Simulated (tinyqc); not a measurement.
From lone donors to an impurity band: impurity band of shallow donors (Hubbard estimate).

Constants: e^2/(4 pi eps0) = 14.39964547 eV angstrom.

Values chosen for the exercise (out of a larger set: near those of two donors in Si; not measured data):
```
symbol  value                                      unit         meaning
a       20.1                                       angstrom     orbital radius
eps     11.4                                                    dielectric constant
Ns      (0.023, 0.057, 0.14, 0.34, 0.8, 1.7, 3.4)  x 1e18/cm^3  donor densities
```

Donors on a simple cubic lattice of spacing R = N^(-1/3) (1/angstrom^3 = 1e24/cm^3), Ha* = q/(eps a), q = e^2/(4 pi eps0), x = R/a. Hopping t = Ha* (1 + x) exp(-x), band width B = 12 t, on-site repulsion U = (5/8) Ha*; the gap closes near B/U = 1.15. Valley factors and disorder are left out.

Results:
```
N (1e18/cm^3)  R (angstrom)  N^(1/3) a   t (meV)   B (meV)       B/U
0.023                 351.6      0.057  2.94e-05  0.000352  8.97e-06
0.057                 259.8      0.077   0.00213    0.0255  0.000650
0.14                  192.6      0.104    0.0459     0.551    0.0140
0.34                  143.3      0.140     0.410      4.92     0.125
0.80                  107.7      0.187      1.88      22.6     0.574
1.7                    83.8      0.240      5.03      60.3      1.54
3.4                    66.5      0.302      9.90       119      3.03
```

What does the comparison show, and why?

B/U passes 1.15 between 0.8 and 1.7 x 1e18/cm^3; the root is x = 4.52, N^(1/3) a = 0.221, N = 1.3 x 1e18/cm^3, below the 2.2 that the empirical rule N^(1/3) a = 0.26 gives; the estimate is rough, since random positions, the overlap of the orbitals and screening are left out. While N grows by 148 times, t grows by 3.37e+05 times.

Computed by tinyqc, a small Python program: `OMP_NUM_THREADS=1 python tinyqc.py 1252486 1252487 out.jsonl` (the numbers bound the seed that draws the inputs); one thread of a shared host (Intel(R) Xeon(R) Processor @ 2.30GHz), about 0.01 s for the whole set of steps.
